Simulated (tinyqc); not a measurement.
Rapid thermal processing of a wafer: radiative balance, ramp and cooling, pattern effects, pyrometer error and spike budget: one step, computed by the program tinyqc. Command: `OMP_NUM_THREADS=1 python tinyqc.py 3112997 3112998 out.jsonl rtp walk`. One thread of a shared host (Intel(R) Xeon(R) Processor @ 2.30GHz), about 0.04 s of CPU time with the checks.

The wafer is opaque and uniform through its thickness unless said otherwise; temperatures in formulas are in kelvin (C + 273.15). sigma = 5.670374419e-12 W/(cm^2 K^4).

Task: Power to hold and to ramp. Effective emissivity between parallel grey plates: eps_eff = 1/(1/eps + 1/(1 - r) - 1). Loss per area q(T) = 2 eps_eff sigma (T^4 - T_w^4) + h (T - T_w). Absorbed power during a ramp = q(T) + C d x ramp rate; thermal time constant tau = C d/(dq/dT), dq/dT = 8 eps_eff sigma T^3 + h; natural cooling rate q/(C d); front-to-back difference under one-sided heating at the end of the ramp = (absorbed power) d/(2 k).

Inputs (values chosen for the exercise, modelled on a hot silicon wafer): wafer thickness d = 725 micrometre; heat capacity per volume C = 2.24 J/(cm^3 K); thermal conductivity k = 0.21 W/(cm K); emissivity eps of each face = 0.6; reflectivity of the chamber walls r = 0.21; gas heat-transfer coefficient h, both faces together = 6.9 mW/(cm^2 K); wall temperature T_w = 500 K; process temperature = 731 C; ramp rate = 43 K/s.

Give: eps_eff; holding power q; power at the end of the ramp; dq/dT; time constant tau; natural cooling rate; front-to-back difference.

Result:

eps_eff = 0.5175

holding power q = 9.078 W/cm^2

power at the end of the ramp = 16.06 W/cm^2

dq/dT = 30.67 mW/(cm^2 K)

time constant tau = 5.296 s

natural cooling rate = 55.90 K/s

front-to-back difference = 2.773 K

Radiation carries 62 % of the loss. The ramp needs 1.8 times the holding power.
